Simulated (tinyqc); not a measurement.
Binding against mu: shallow acceptor in the spherical model (Baldereschi-Lipari), strong spin-orbit limit. Computed by tinyqc, a small Python program. Command: `OMP_NUM_THREADS=1 python tinyqc.py 3018292 3018293 out.jsonl acceptor walk`. One thread of a shared host (Intel(R) Xeon(R) Processor @ 2.30GHz), about 0.01 s of CPU time with the checks.

The 1S(3/2) state has an s envelope f(r) and a d envelope g(r). In effective units they obey -(f'' + 2f'/r + 2f/r) + mu (g'' + 5g'/r + 3g/r^2) = E f and -(g'' + 2g'/r - 6g/r^2 + 2g/r) + mu (f'' - f'/r) = E g. The cubic term, the split-off band and the central cell are left out.

Inputs (values chosen for the exercise, modelled on InP):
```
quantity,value,unit
Luttinger gamma_1,5.16,-
Luttinger gamma_2,1.57,-
Luttinger gamma_3,2.09,-
dielectric constant eps,12.1,-
```

Constants: Ry = 13.605693123 eV; a_0 = 0.529177210903 angstrom.

Method:
- Ry* = Ry/(gamma_1 eps^2), a* = a_0 eps gamma_1, mu = (6 gamma_3 + 4 gamma_2)/(5 gamma_1), delta = (gamma_3 - gamma_2)/gamma_1; spherical masses 1/(gamma_1 (1 - mu)) (heavy) and 1/(gamma_1 (1 + mu)) (light).
- Basis: f_i = exp(-zeta_i r), g_i = r exp(-zeta_i r), weight r^2 dr, s = zeta_i + zeta_j. S_ff = 2/s^3, H_ff = zeta_i zeta_j S_ff - 2/s^2; S_gg = 24/s^5, H_gg = 8/s^3 + 24 zeta_i zeta_j/s^5 - 12/s^4; H(f_i, g_j) = mu (6 zeta_i^2/s^4 + 2 zeta_i/s^3); S_fg = 0. Each function is normalised by sqrt(S_ii).
- Large basis: zeta_i = 0.08 x 1.55^(i-1), i = 1..20 in each channel; overlap eigenvalues below 1e-11 are dropped.

mu = 0.729457

1S(3/2):
```
mu,binding (Ry*),d weight,binding x (1 - mu)
0.10,1.0091,0.00424,0.90817
0.22,1.0457,0.02062,0.81563
0.44,1.2152,0.08430,0.68051
0.50,1.2985,0.10979,0.64927
0.73,2.0167,0.24427,0.54450
0.80,2.5802,0.29828,0.51604
0.90,4.7683,0.38818,0.47683
0.95,9.1447,0.44002,0.45723
```

What does the comparison show, and why?

The binding grows from 1.009 to 9.14 Ry*, slowly at first (second order in mu), while the d weight rises to 0.44. The last column, the binding in units of the heavy-hole Rydberg, falls to 0.457, towards about 0.44 as mu tends to 1.
